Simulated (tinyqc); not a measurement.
Inside a calculation. Model: geometry relaxation of a small cluster. Computed by tinyqc, a small Python program that keeps every step. Command: `OMP_NUM_THREADS=1 python tinyqc.py 3026526 3026527 out.jsonl relax walk`. One thread of a shared host (Intel(R) Xeon(R) Processor @ 2.30GHz), about 0.01 s of CPU time with the checks. Intermediate numbers are printed to about 6 digits and carried at full precision; extremes and crossings named in words are read from the listed rows.

E = sum_(i<j) phi(r_ij), phi(r) = eps [exp(-2 alpha (r - r0)) - 2 exp(-alpha (r - r0))]; the force on i is -sum_j phi'(r_ij) (R_i - R_j)/r_ij.

Inputs (values chosen for the exercise, for model atoms): length r0 = 2.88 angstrom; well depth eps = 0.37 eV; stiffness alpha = 1.69 1/angstrom; step factor eta = 0.12 angstrom^2/eV; largest number of steps = 500.

Potential: Morse. Method: FIRE.

starting positions (angstrom), rows atom 1, atom 2, atom 3, atom 4, columns x, y, z:
$$\begin{pmatrix}
-0.15 & -0.25 & -0.12 \\
2.83 & -0.27 & -0.04 \\
1.69 & 2.47 & 0.01 \\
1.42 & 0.77 & 2.1
\end{pmatrix}$$

## Energy and forces at the start

Evaluate E and the forces at the starting positions.

distances (angstrom): 1-2 2.98114, 1-3 3.28647, 1-4 2.90408, 2-3 2.96811, 2-4 2.76574, 3-4 2.70758

energy at the start = -2.05271 eV

forces (eV/angstrom), rows atom 1, atom 2, atom 3, atom 4, columns x, y, z:
$$\begin{pmatrix}
0.366482 & 0.274459 & 0.053420 \\
-0.058081 & 0.017233 & -0.251959 \\
-0.061317 & -0.040903 & -0.451906 \\
-0.247085 & -0.250789 & 0.650446
\end{pmatrix}$$

## The first two steps

FIRE with unit mass: if F.v > 0, v = (1 - a) v + a |v| F/|F|, and after more than 5 such steps in a row dt = min(1.1 dt, 5 dt0), a = 0.99 a; else v = 0, a = 0.1, and dt = dt/2 (not at the first step). Then v = v + dt F, R(new) = R + dt v. dt0 = sqrt(eta), a = 0.1 at first. No atom moves more than 0.3 angstrom a step (the whole step is scaled). Stop when the largest force component is below 1e-5 eV/angstrom.

positions after step 1 (angstrom), rows atom 1, atom 2, atom 3, atom 4, columns x, y, z:
$$\begin{pmatrix}
-0.10602 & -0.21706 & -0.11359 \\
2.82303 & -0.26793 & -0.07024 \\
1.68264 & 2.46509 & -0.04423 \\
1.39035 & 0.73991 & 2.17805
\end{pmatrix}$$

energy after step 1 = -2.13492 eV

positions after step 2 (angstrom), rows atom 1, atom 2, atom 3, atom 4, columns x, y, z:
$$\begin{pmatrix}
-0.02625 & -0.14953 & -0.10232 \\
2.80083 & -0.25094 & -0.10508 \\
1.66127 & 2.41678 & -0.10795 \\
1.35415 & 0.70369 & 2.26535
\end{pmatrix}$$

energy after step 2 = -2.18133 eV

## All steps

The formulas are those given above.

Course of the relaxation:
```
step    E (eV)  largest force (eV/angstrom)  force calls
0     -2.05271                  6.50446e-01            1
1     -2.13492                  3.10179e-01            2
2     -2.18133                  3.13686e-01            3
3     -2.16801                  4.71146e-01            4
4     -2.18193                  3.52517e-01            5
5     -2.19905                  1.86289e-01            6
6     -2.21025                  1.63608e-01            7
7     -2.21431                  1.23629e-01            8
8     -2.21475                  1.18082e-01            9
...        ...                          ...          ...
85    -2.22000                  4.88351e-05           86
86    -2.22000                  4.52200e-05           87
87    -2.22000                  4.08433e-05           88
88    -2.22000                  3.57989e-05           89
89    -2.22000                  2.95744e-05           90
90    -2.22000                  2.21169e-05           91
91    -2.22000                  1.35038e-05           92
92    -2.22000                  1.03093e-05           93
93    -2.22000                  9.57988e-06           94
```

final positions (angstrom), rows atom 1, atom 2, atom 3, atom 4, columns x, y, z:
$$\begin{pmatrix}
-0.03240 & -0.05067 & -0.13412 \\
2.83922 & -0.25632 & -0.05732 \\
1.58193 & 2.33422 & -0.10905 \\
1.40126 & 0.69276 & 2.25048
\end{pmatrix}$$

final energy = -2.22 eV

steps = 93

largest force at the end = 9.57988e-06 eV/angstrom

Converged in 93 steps.

## Curvatures at the end

Hessian at the final positions by central differences of the forces; six eigenvalues vanish (translations and rotations). Steepest descent is stable for eta below 2/lambda_max and contracts the softest mode by 1 - eta lambda_min a step.

non-zero eigenvalues (eV/angstrom^2): [2.11351, 2.11355, 4.22703, 4.22705, 4.22710, 8.45413]

condition number = 4.00004

largest stable eta = 0.236571 angstrom^2/eV

contraction of the softest mode = 0.746379

All are positive, so the end point is a minimum.

## Four methods from the same start

Steepest descent: R(new) = R + eta F. Conjugate gradient (Polak-Ribiere): d = F + beta d(old), beta = max(0, F.(F - F(old))/|F(old)|^2), d = F at first; step length from one secant, s = eta (F.d)/(F.d - F(R + eta d).d), replaced by eta if that is not positive; R(new) = R + s d. BFGS: R(new) = R + B F with the inverse Hessian B = eta 1 at first; with s = R(new) - R, y = F - F(new), rho = 1/(y.s): B(new) = (1 - rho s y^T) B (1 - rho y s^T) + rho s s^T, skipped if y.s is not positive. In this comparison each method may take up to 1500 steps.

Cost:
```
method              steps  force calls  final E (eV)  calls to reach 1e-2
steepest descent       37           38      -2.22000                   15
conjugate gradient     11           23      -2.22000                   15
BFGS                   14           15      -2.22000                    9
FIRE                   93           94      -2.22000                   31
```

In force calls the order is BFGS (15), conjugate gradient (23), steepest descent (38), FIRE (94). All that converged end at the same energy. Near the minimum steepest descent multiplies the slowest mode by 0.746 in size a step, 8 steps a decade of force, at a condition number of 4.0. On this problem it beats FIRE in force calls.

Checks made by the program: forces against finite differences of E (relative difference 4e-10).
